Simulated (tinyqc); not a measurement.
Mobility of a non-polar semiconductor in the relaxation-time approximation: one step, computed by the program tinyqc. Command: `OMP_NUM_THREADS=1 python tinyqc.py 3028769 3028770 out.jsonl rta walk`. One thread of a shared host (Intel(R) Xeon(R) Processor @ 2.30GHz), about 0.01 s of CPU time with the checks.

Each valley is treated as a sphere of mass m_d for states and rates, with one isotropic relaxation time; the conductivity mass m_c sets the current.

Task: Masses. m_d = (m_l m_t^2)^(1/3); 1/m_c = (1/m_l + 2/m_t)/3; Hall mass factor A = 3 K_m (K_m + 2)/(2 K_m + 1)^2, K_m = m_l/m_t; N_I = n (1 + C)/(1 - C).

Inputs (values chosen for the exercise, modelled on electrons in germanium):

| quantity | value | unit |
|---|---|---|
| longitudinal mass m_l | 1.54 | m_0 |
| transverse mass m_t | 0.0811 | m_0 |
| carrier density n | 2.8e+16 | 1/cm^3 |
| compensation ratio C | 0 | - |

Band: parabolic. Impurity formula: Conwell-Weisskopf. Further scattering: neutral impurities.

Give: density-of-states mass m_d; conductivity mass m_c; Hall mass factor A; ionised impurity density N_I.

Result:

density-of-states mass m_d = 0.21637 m_0

conductivity mass m_c = 0.11853 m_0

Hall mass factor A = 0.78700

ionised impurity density N_I = 2.80e+16 1/cm^3
